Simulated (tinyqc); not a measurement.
Thermal displacements in the Debye model: Debye-Waller factors, bond-length spread and the Lindemann rule: one step, computed by the program tinyqc.

A Debye spectrum with three branches of one velocity, cut at k_B Theta; 4 atoms per cube, nearest neighbours at d = 0.707107 a.

Problem. Lindemann melting temperature. <u_x^2> = (3 hbar^2/(2 M k_B Theta)) int_0^1 s coth(s Theta/(2T)) ds (64 Gauss-Legendre points); it tends to 3 hbar^2/(4 M k_B Theta) at T = 0 and to 3 hbar^2 T/(M k_B Theta^2) at high T. Melting is placed where sqrt(3 <u_x^2>) = x_L d; the classical form gives T_m = M k_B Theta^2 (x_L d)^2/(9 hbar^2).

Inputs (values chosen for the exercise, modelled on lead):

| quantity | value | unit |
|---|---|---|
| atomic mass M | 207.2 | u |
| Debye temperature Theta | 93 | K |
| lattice constant a | 4.95 | angstrom |
| temperature T | 20 | K |
| Lindemann ratio x_L | 0.11 | - |

Structure: fcc.

<u_x^2> = 0.002443605 angstrom^2

Constants: hbar^2/u = 4.18015928e-03 eV angstrom^2; k_B = 8.617333262e-05 eV/K.

Give: Lindemann T_m; classical T_m; ratio sqrt(3 <u_x^2>)/d at T.

Solution.

Lindemann T_m = 608.1 K

classical T_m = 608.5 K

ratio sqrt(3 <u_x^2>)/d at T = 0.02446

The rule is empirical: x_L is fitted within a family of like crystals, and T_m goes as its square.
